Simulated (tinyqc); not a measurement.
Quasi-harmonic thermal expansion with mode Grueneisen parameters: one step, computed by the program tinyqc. Command: `OMP_NUM_THREADS=1 python tinyqc.py 3008127 3008128 out.jsonl qha walk`. One thread of a shared host (Intel(R) Xeon(R) Processor @ 2.30GHz), about 0.03 s of CPU time with the checks.

A crystal with two atoms a cell; per atom there are 1 transverse acoustic (TA), 1/2 longitudinal acoustic (LA) and 3/2 optical (O) modes. Every frequency of group i scales as nu_i (V/V0)^(-gamma_i). The acoustic groups have Debye spectra, density 3 nu^2/nu_i^3 up to nu_i (40 Gauss-Legendre points); the optical group has one frequency. Static energy: E = (9 V0 B0/16) [y^3 B' + y^2 (2 - 4 y)], y = (V0/V)^(2/3) - 1, with pressure P_s = (3 B0/2) (z^7 - z^5) [1 + (3/4)(B' - 4)(z^2 - 1)], z = (V0/V)^(1/3).

Task: Mode groups at the static volume. For a mode with x = h nu/(k_B T), n = 1/(exp(x) - 1): U = h nu (n + 1/2), C/k_B = x^2 n (n + 1); U_i and C_i sum these over group i with its weight per atom. Phonon pressure P_ph = sum_i gamma_i U_i/V.

Inputs (values chosen for the exercise, modelled on magnesium oxide): static volume V0 = 9.34 angstrom^3/atom; frequency nu_TA = 8.21 THz; frequency nu_LA = 12.5 THz; frequency nu_O = 15.1 THz; Grueneisen parameter gamma_TA = 1.4; Grueneisen parameter gamma_LA = 1.5; Grueneisen parameter gamma_O = 1.7; temperature T = 200 K.

Acoustic groups: Debye.

Constants: h x 1 THz = 4.135667696 meV; k_B = 8.617333262e-05 eV/K; 1 eV/angstrom^3 = 160.2176634 GPa.

Give: Groups; phonon pressure at V0.

Result:

Groups:
```
group  h nu_i/(k_B T)  U_i (meV)  C_i (k_B)  gamma_i C_i (k_B)
TA              1.970      20.44     0.8299              1.162
LA              3.000      12.14     0.3314             0.4971
O               3.623      49.41     0.5549             0.9433
```

phonon pressure at V0 = 2.244 GPa
